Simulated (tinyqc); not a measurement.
From results back to parameters: Koster-Slater impurity in an sp3s* host.

Problem. In the Koster-Slater model a defect shifts the s level of its site by Vs and the p levels by Vp; an A1 level solves 1/Vs = G_s(E) and a T2 level 1/Vp = G_p(E), E from the top of the valence band. A defect has an A1 level at E = 0.4102 eV, one of the energies of the table, and a T2 level at 0.6836 eV.

G(E) of the host (1/eV):

| E (eV) | G_s | G_p |
|---|---|---|
| 0.0000 | -0.0750931 | 0.0985234 |
| 0.1367 | -0.0875724 | 0.0625709 |
| 0.2734 | -0.1018420 | 0.0358294 |
| 0.4102 | -0.1185619 | 0.0118775 |
| 0.5469 | -0.1387454 | -0.0117755 |
| 0.6836 | -0.1640987 | -0.0371374 |
| 0.8203 | -0.1978913 | -0.0670404 |
| 0.9571 | -0.2479710 | -0.1078632 |
| 1.0938 | -0.3493197 | -0.1911218 |

Find: Vs, Vp.

Solution. Read G_s and G_p at the two energies and invert them. Vs is attractive and pulls its level down from the conduction bands. Vp is attractive and pulls its level down from the conduction bands.

Vs, Vp (eV): -8.4  -26.9

Program tinyqc; command `OMP_NUM_THREADS=1 python tinyqc.py 1481378 1481379 out.jsonl`; about 0.04 s on one thread of a shared Intel(R) Xeon(R) Processor @ 2.30GHz.
